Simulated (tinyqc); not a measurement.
Inside a calculation. Method: MP2 on RHF in the sto-3g basis, for Li+, spin multiplicity 1. Computed by tinyqc, a small Python program that keeps every step (integrals from PySCF). Settings: charge = 1, multiplicity = 1, basis = sto-3g, method = RHF, energy threshold = 1e-10, iteration cap = 83, orthogonalisation = symmetric, start = atomic densities, DIIS depth = 6. Command: `OMP_NUM_THREADS=1 python tinyqc.py 27559 27560 out.jsonl` (the two numbers bound the seeds that draw the settings). One thread of a shared host (Intel(R) Xeon(R) Processor @ 2.60GHz), about 0.1 s of CPU time with the checks. The early iterations of the SCF are left out here.

## One-electron integrals

Geometry (angstrom):
```
atom        x        y        z
Li    0.00000  0.00000  0.00000
```

Basis sto-3g: exponents (1/bohr^2) and contraction coefficients of normalised primitives:
```
element  l (shell)  exponent  coefficient
Li           s (1)  16.11958      0.15433
Li           s (1)   2.93620      0.53533
Li           s (1)   0.79465      0.44463
Li           s (2)   0.63629     -0.09997
Li           s (2)   0.14786      0.39951
Li           s (2)   0.04809      0.70012
Li           p (3)   0.63629      0.15592
Li           p (3)   0.14786      0.60768
Li           p (3)   0.04809      0.39196
```

Overlap, kinetic and nuclear-attraction integrals over the contracted functions; the nuclear repulsion is the sum of Za Zb / Rab.

nuclear repulsion = 0 hartree

overlap S, order 1Li 1s, 1Li 2s, 1Li 2px, 1Li 2py, 1Li 2pz:
$$\begin{pmatrix}
1.00000 & 0.24114 & 0.00000 & 0.00000 & 0.00000 \\
0.24114 & 1.00000 & 0.00000 & 0.00000 & 0.00000 \\
0.00000 & 0.00000 & 1.00000 & 0.00000 & 0.00000 \\
0.00000 & 0.00000 & 0.00000 & 1.00000 & 0.00000 \\
0.00000 & 0.00000 & 0.00000 & 0.00000 & 1.00000
\end{pmatrix}$$

kinetic energy T (hartree), order 1Li 1s, 1Li 2s, 1Li 2px, 1Li 2py, 1Li 2pz:
$$\begin{pmatrix}
3.57679 & -0.02024 & 0.00000 & 0.00000 & 0.00000 \\
-0.02024 & 0.10216 & 0.00000 & 0.00000 & 0.00000 \\
0.00000 & 0.00000 & 0.31968 & 0.00000 & 0.00000 \\
0.00000 & 0.00000 & 0.00000 & 0.31968 & 0.00000 \\
0.00000 & 0.00000 & 0.00000 & 0.00000 & 0.31968
\end{pmatrix}$$

nuclear attraction V (hartree), order 1Li 1s, 1Li 2s, 1Li 2px, 1Li 2py, 1Li 2pz:
$$\begin{pmatrix}
-7.98288 & -0.96434 & 0.00000 & 0.00000 & 0.00000 \\
-0.96434 & -1.20692 & 0.00000 & 0.00000 & 0.00000 \\
0.00000 & 0.00000 & -1.19726 & 0.00000 & 0.00000 \\
0.00000 & 0.00000 & 0.00000 & -1.19726 & 0.00000 \\
0.00000 & 0.00000 & 0.00000 & 0.00000 & -1.19726
\end{pmatrix}$$

core Hamiltonian H = T + V (hartree), order 1Li 1s, 1Li 2s, 1Li 2px, 1Li 2py, 1Li 2pz:
$$\begin{pmatrix}
-4.40609 & -0.98458 & 0.00000 & 0.00000 & 0.00000 \\
-0.98458 & -1.10476 & 0.00000 & 0.00000 & 0.00000 \\
0.00000 & 0.00000 & -0.87758 & 0.00000 & 0.00000 \\
0.00000 & 0.00000 & 0.00000 & -0.87758 & 0.00000 \\
0.00000 & 0.00000 & 0.00000 & 0.00000 & -0.87758
\end{pmatrix}$$

## Two-electron integrals

Functions are numbered as in S; the eight-fold symmetry (ij|kl) = (ji|kl) = (kl|ij) leaves the list below.

Two-electron integrals (ij|kl) in chemists' order, unique and non-zero (hartree):
```
(11|11) 1.68040   (21|11) 0.26542   (21|21) 0.04994   (22|11) 0.39773
(22|21) 0.09286   (22|22) 0.29056   (31|31) 0.00898   (32|31) 0.01379
(32|32) 0.06418   (33|11) 0.39664   (33|21) 0.09288   (33|22) 0.29050
(33|33) 0.31295   (41|41) 0.00898   (42|41) 0.01379   (42|42) 0.06418
(43|43) 0.01687   (44|11) 0.39664   (44|21) 0.09288   (44|22) 0.29050
(44|33) 0.27921   (44|44) 0.31295   (51|51) 0.00898   (52|51) 0.01379
(52|52) 0.06418   (53|53) 0.01687   (54|54) 0.01687   (55|11) 0.39664
(55|21) 0.09288   (55|22) 0.29050   (55|33) 0.27921   (55|44) 0.27921
(55|55) 0.31295
```

## Orthogonalisation

S = U s U^T; symmetric (Loewdin) form X = U s^(-1/2) U^T, so that X^T S X = 1.

eigenvalues of S: [0.75886, 1.00000, 1.00000, 1.00000, 1.24114]

X, order 1Li 1s, 1Li 2s, 1Li 2px, 1Li 2py, 1Li 2pz:
$$\begin{pmatrix}
1.02278 & -0.12516 & 0.00000 & 0.00000 & 0.00000 \\
-0.12516 & 1.02278 & 0.00000 & 0.00000 & 0.00000 \\
0.00000 & 0.00000 & 1.00000 & 0.00000 & 0.00000 \\
0.00000 & 0.00000 & 0.00000 & 1.00000 & 0.00000 \\
0.00000 & 0.00000 & 0.00000 & 0.00000 & 1.00000
\end{pmatrix}$$

## Iteration 10 (converged): orbitals

converged F (hartree), order 1Li 1s, 1Li 2s, 1Li 2px, 1Li 2py, 1Li 2pz:
$$\begin{pmatrix}
-2.73468 & -0.73029 & 0.00000 & 0.00000 & 0.00000 \\
-0.73029 & -0.36472 & 0.00000 & 0.00000 & 0.00000 \\
0.00000 & 0.00000 & -0.09452 & 0.00000 & 0.00000 \\
0.00000 & 0.00000 & 0.00000 & -0.09452 & 0.00000 \\
0.00000 & 0.00000 & 0.00000 & 0.00000 & -0.09452
\end{pmatrix}$$

Diagonalise F' = X^T F X, C = X C', fill 1 alpha and 1 beta electrons from the bottom; D = 2 C_occ C_occ^T. Each column has its largest component positive (the first on a tie).

F' = X^T F X (hartree):
$$\begin{pmatrix}
-2.67941 & -0.37862 & 0.00000 & 0.00000 & 0.00000 \\
-0.37862 & -0.23739 & 0.00000 & 0.00000 & 0.00000 \\
0.00000 & 0.00000 & -0.09452 & 0.00000 & 0.00000 \\
0.00000 & 0.00000 & 0.00000 & -0.09452 & 0.00000 \\
0.00000 & 0.00000 & 0.00000 & 0.00000 & -0.09452
\end{pmatrix}$$

orbital energies (hartree): MO1 -2.73677, MO2 -0.18004, MO3 -0.09452, MO4 -0.09452, MO5 -0.09452

coefficients C, order 1Li 1s, 1Li 2s, 1Li 2px, 1Li 2py, 1Li 2pz:
$$\begin{pmatrix}
0.99249 & -0.27694 & 0.00000 & 0.00000 & 0.00000 \\
0.02944 & 1.02999 & 0.00000 & 0.00000 & 0.00000 \\
0.00000 & 0.00000 & 1.00000 & 0.00000 & 0.00000 \\
0.00000 & 0.00000 & 0.00000 & 1.00000 & 0.00000 \\
0.00000 & 0.00000 & 0.00000 & 0.00000 & 1.00000
\end{pmatrix}$$

D after iteration 10, order 1Li 1s, 1Li 2s, 1Li 2px, 1Li 2py, 1Li 2pz:
$$\begin{pmatrix}
1.97008 & 0.05844 & 0.00000 & 0.00000 & 0.00000 \\
0.05844 & 0.00173 & 0.00000 & 0.00000 & 0.00000 \\
0.00000 & 0.00000 & 0.00000 & 0.00000 & 0.00000 \\
0.00000 & 0.00000 & 0.00000 & 0.00000 & 0.00000 \\
0.00000 & 0.00000 & 0.00000 & 0.00000 & 0.00000
\end{pmatrix}$$

Within a degenerate level the vectors are fixed only up to a rotation; this is one choice.

## Convergence

Stop when the energy changes by less than 1e-10 hartree and every element of the error matrix X^T (F D S - S D F) X is below 3e-06.

Course of the cycle:
```
iteration  E (hartree)     change  largest element of the error matrix
1           -5.4423138          -                             1.83e-02
2           -7.1335034  -1.69e+00                             9.32e-02
3           -7.1340022  -4.99e-04                             8.04e-02
4           -7.1340531  -5.08e-05                             7.89e-02
5           -7.1340784  -2.53e-05                             7.82e-02
6           -7.1340944  -1.60e-05                             7.78e-02
7           -7.1341058  -1.14e-05                             7.74e-02
8           -7.1354476  -1.34e-03                             1.51e-04
9           -7.1354476  -5.08e-09                             1.34e-07
10          -7.1354476  -8.88e-16                             1.10e-07
```

PySCF RHF in the same basis = -7.1354476 hartree

Converged in 10 iterations.

## Integrals over molecular orbitals

(pq|rs) = sum C_ip C_jq C_kr C_ls (ij|kl), one index at a time.

one-electron integrals over orbitals h = C^T H C (hartree):
$$\begin{pmatrix}
-4.39868 & 0.17909 & 0.00000 & 0.00000 & 0.00000 \\
0.17909 & -0.94824 & 0.00000 & 0.00000 & 0.00000 \\
0.00000 & 0.00000 & -0.87758 & 0.00000 & 0.00000 \\
0.00000 & 0.00000 & 0.00000 & -0.87758 & 0.00000 \\
0.00000 & 0.00000 & 0.00000 & 0.00000 & -0.87758
\end{pmatrix}$$

Two-electron integrals over orbitals (pq|rs), unique and non-zero (hartree):
```
(11|11) 1.66192    (21|11) -0.17909   (21|21) 0.02969    (22|11) 0.39895
(22|21) -0.00946   (22|22) 0.28224    (31|31) 0.00971    (32|31) 0.01346
(32|32) 0.06091    (33|11) 0.39639    (33|21) -0.00602   (33|22) 0.28561
(33|33) 0.31295    (41|41) 0.00971    (42|41) 0.01346    (42|42) 0.06091
(43|43) 0.01687    (44|11) 0.39639    (44|21) -0.00602   (44|22) 0.28561
(44|33) 0.27921    (44|44) 0.31295    (51|51) 0.00971    (52|51) 0.01346
(52|52) 0.06091    (53|53) 0.01687    (54|54) 0.01687    (55|11) 0.39639
(55|21) -0.00602   (55|22) 0.28561    (55|33) 0.27921    (55|44) 0.27921
(55|55) 0.31295
```

## Second-order Moller-Plesset energy

Hartree-Fock energy = -7.1354476 hartree

E2 = sum_ijab (ia|jb) [2 (ia|jb) - (ib|ja)] / (e_i + e_j - e_a - e_b) over occupied i, j and virtual a, b; the opposite-spin part is (ia|jb)^2 / denominator, the rest is same-spin, and SCS-MP2 scales them by 6/5 and 1/3.

Terms:
```
i  j  a  b  (ia|jb)  (ib|ja)  denominator       term
1  1  2  2  0.02969  0.02969     -5.11346   -0.00017
1  1  3  3  0.00971  0.00971     -5.28450  -1.78e-05
1  1  4  4  0.00971  0.00971     -5.28450  -1.78e-05
1  1  5  5  0.00971  0.00971     -5.28450  -1.78e-05
```

Pair energies (hartree; pair i-j sums ij and ji):
```
pair  opposite spin  same spin
1-1        -0.00023    0.00000
```

MP2 correlation energy = -0.0002259 hartree

SCS-MP2 correlation energy = -0.0002711 hartree

MP2 total energy = -7.1356736 hartree
